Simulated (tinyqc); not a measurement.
# MOSFET in the linear regime without short-channel effects, parameter extraction from computed curves: effects of single changes

Inversion charge Q = Cox n Vt W0(exp((Vg - VT)/(n Vt))), W0 the Lambert function and n = nf; u = Q/Cox; mobility mu = mu0/(1 + th1 u + th2 u^2); channel resistance Rch = (L - dL)/(W mu Q); Id = Vd/(Rch + Rsd/W). Cox = eps0 eox/tox. Small Vd, no channel-length or drain effects.

Values chosen for this exercise; channel values of the order met in silicon transistors: temperature T = 300 K; relative permittivity of the gate insulator (close to silicon dioxide) eox = 3.9; insulator thickness tox = 4.9 nm; low-field mobility mu0 = 330 cm^2/(V s); first mobility attenuation factor th1 = 0.13 1/V; second mobility attenuation factor th2 = 0.17 1/V^2; threshold voltage VT = 0.53 V; body factor nf = 1.42; gate width W = 1 um; drawn gate length L = 0.059 um; drawn less effective length dL = 0.02 um; source plus drain resistance Rsd = 170 ohm um; drain voltage Vd = 0.05 V.

Constants: q = 1.602176634e-19 C, kB = 1.380649e-23 J/K, Vt = kB T/q, eps0 = 8.8541878128e-14 F/cm where lengths are in cm. Results are converted to the units shown.

Each table varies one quantity; the others keep the values above.

## Extraction methods against the first mobility attenuation factor

From the continuous curve Id(Vg): tangent at peak gm (V_ext = Vg - Id/gm); constant current Id = 0.1 uA W/L; peak of d2Id/dVg2; Y = Id/sqrt(gm) drawn through Vg = VT + 0.6 and VT + 0.8 V, with intercept VT_Y and slope s. Mobilities gm,max L/(W Cox Vd) and s^2 L/(W Cox Vd) with the drawn L. Last column: share of Rsd/W in the total resistance at VT + 0.8 V.

Extraction methods against the first mobility attenuation factor:

| th1 (1/V) | V_ext (V) | constant current (V) | second derivative (V) | VT_Y (V) | mobility from gm (cm^2/(V s)) | mobility from Y (cm^2/(V s)) | series share (%) |
|---|---|---|---|---|---|---|---|
| 0 | 0.517 | 0.467 | 0.515 | 0.616 | 302 | 538 | 39.4 |
| 0.2 | 0.513 | 0.468 | 0.514 | 0.616 | 290 | 538 | 36.5 |
| 0.4 | 0.510 | 0.468 | 0.512 | 0.616 | 279 | 538 | 34.1 |
| 0.6 | 0.508 | 0.468 | 0.511 | 0.616 | 270 | 538 | 31.9 |
| 0.8 | 0.505 | 0.468 | 0.510 | 0.616 | 261 | 538 | 30.0 |
| 1 | 0.503 | 0.468 | 0.509 | 0.616 | 253 | 538 | 28.3 |
| 1.2 | 0.501 | 0.468 | 0.508 | 0.616 | 246 | 538 | 26.8 |

What does the comparison show?

The model has VT = 0.53 V and mu0 = 330 cm^2/(V s). Over the table the extracted thresholds move by 16 mV (tangent), under 0.5 mV (constant current), 6.5 mV (second derivative), under 0.5 mV (Y function). The mobility from gm falls from 302 to 246 and that from Y stays near 538 cm^2/(V s).

## Extraction methods against the source plus drain resistance

Same model as above.

Results:

| Rsd (ohm um) | V_ext (V) | constant current (V) | second derivative (V) | VT_Y (V) | mobility from gm (cm^2/(V s)) | mobility from Y (cm^2/(V s)) | series share (%) |
|---|---|---|---|---|---|---|---|
| 0 | 0.548 | 0.467 | 0.521 | 0.616 | 396 | 538 | 0 |
| 50 | 0.532 | 0.467 | 0.519 | 0.616 | 352 | 538 | 15.0 |
| 200 | 0.512 | 0.468 | 0.513 | 0.616 | 284 | 538 | 41.3 |
| 400 | 0.498 | 0.468 | 0.507 | 0.616 | 237 | 538 | 58.5 |
| 800 | 0.483 | 0.468 | 0.498 | 0.616 | 186 | 538 | 73.8 |
| 1500 | 0.469 | 0.469 | 0.487 | 0.616 | 140 | 538 | 84.1 |

Estimate the missing row, Rsd = 100 ohm um.

Computed row:

| Rsd (ohm um) | V_ext (V) | constant current (V) | second derivative (V) | VT_Y (V) | mobility from gm (cm^2/(V s)) | mobility from Y (cm^2/(V s)) | series share (%) |
|---|---|---|---|---|---|---|---|
| 100 | 0.523 | 0.467 | 0.517 | 0.616 | 323 | 538 | 26.1 |

With this row back in the table: The model has VT = 0.53 V and mu0 = 330 cm^2/(V s). Over the table the extracted thresholds move by 79 mV (tangent), 2.2 mV (constant current), 34 mV (second derivative), under 0.5 mV (Y function). The mobility from gm falls from 396 to 140 and that from Y stays near 538 cm^2/(V s). Y cancels the series resistance, which multiplies Id and sqrt(gm) by the same factor.

Computed by the program tinyqc: `OMP_NUM_THREADS=1 python tinyqc.py 2210106 2210107 out.jsonl`, one thread of a shared Intel Xeon 2.30GHz, about 0.01 s for the whole run.
